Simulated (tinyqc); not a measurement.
Elastic strain and critical thickness of a cubic alloy layer A(1-x)B(x) on a thick substrate: one step, computed by the program tinyqc. Command: `OMP_NUM_THREADS=1 python tinyqc.py 3014352 3014353 out.jsonl misfit walk`. One thread of a shared host (Intel(R) Xeon(R) Processor @ 2.30GHz), about 0.01 s of CPU time with the checks.

Strain is positive in tension. The layer is coherent with the substrate unless said otherwise.

Question. Symmetric X-ray reflection. Reflection 004: d = a_perp/sqrt(16), with a_perp = a (1 + e_perp) for the coherent layer, a for the relaxed layer and a_S for the substrate; sin(theta) = lambda/(2 d).

Inputs (values chosen for the exercise, for a model alloy): substrate lattice constant a_S = 5.865 angstrom; X-ray wavelength = 1.540593 angstrom.

Growth plane: (001).

free lattice constant a = 5.9635 angstrom

normal strain e_perp = 0.01868145

Give: Bragg angles; peak separation of the coherent layer.

Answer.

Bragg angles:
```
crystal         a_perp (angstrom)  theta (degrees)  from substrate (arcsec)
substrate                   5.865            31.69                        0
coherent layer              6.075            30.48                    -4372
relaxed layer               5.963            31.11                    -2097
```

peak separation of the coherent layer = -4372 arcsec
